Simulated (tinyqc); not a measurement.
Absorption edge of a degenerate semiconductor, band filling against gap narrowing: two steps of the calculation.

n-type, parabolic bands, full ionisation. eta = (EF - Ec)/kB T solves N = Nc F12(eta), F12(x) = (2/sqrt(pi)) int_0^infinity sqrt(u)/(1 + exp(u - x)) du. The gap shrinks rigidly by dEg = a3 y^(1/3) + a4 y^(1/4) + a2 y^(1/2), y = N/1e18 cm^-3, an empirical law that is here taken as the true narrowing.

Parameters, values chosen for the exercise; band and dielectric values close to those of gallium arsenide: temperature T = 250 K; band gap Eg = 1.42 eV; conduction-band density of states at 250 K, from me Nc = 3.36e17 cm^-3; electron mass me = 0.0677 m0; hole mass mh = 0.509 m0; ionised donor density N = 7.7e16 cm^-3; coefficient of (N/1e18)^(1/3) a3 = 17.3 meV; coefficient of (N/1e18)^(1/4) a4 = 12.7 meV; coefficient of (N/1e18)^(1/2) a2 = 2.7 meV.

Constants: q = 1.602176634e-19 C, kB = 1.380649e-23 J/K, h = 6.62607015e-34 J s, c = 299792458 m/s, Vt = kB T/q. Results are converted to the units shown.

Task 1. Fermi level. Newton step on ln F12(eta) = ln(N/Nc): eta(new) = eta - ln(Nc F12/N) F12/Fm, Fm(x) = dF12/dx = (1/sqrt(pi)) int_0^infinity u^(-1/2)/(1 + exp(u - x)) du.

eta at the start (Boltzmann value) = -1.4733

Give: F12; Fm; eta after iteration 1.

Result 1.

F12 = 0.21262
Fm = 0.19784
eta after iteration 1 = -1.3928

Task 2. The optical edge. Vertical transitions need an empty final state: the edge is taken where the state lies 4 kB T below EF, E_opt = Eg - dEg + (1 + me/mh) max(eta - 4, 0) kB T; wavelength h c/(q E_opt).

converged eta = -1.3925413

Find: dEg; EF - Ec; filling shift; E_opt; wavelength.

Result 2.

dEg = 14.799 meV
EF - Ec = -30.000 meV
filling shift = 0 meV
E_opt = 1.4052 eV
wavelength = 882.32 nm

The edge lies 14.8 meV below the undoped gap: narrowing outweighs filling.

Range of the model: Band tails, non-parabolic bands and incomplete ionisation are left out.

Numbers from tinyqc (`OMP_NUM_THREADS=1 python tinyqc.py 2330123 2330124 out.jsonl`; about 0.01 s on one thread of a shared Intel Xeon 2.30GHz).
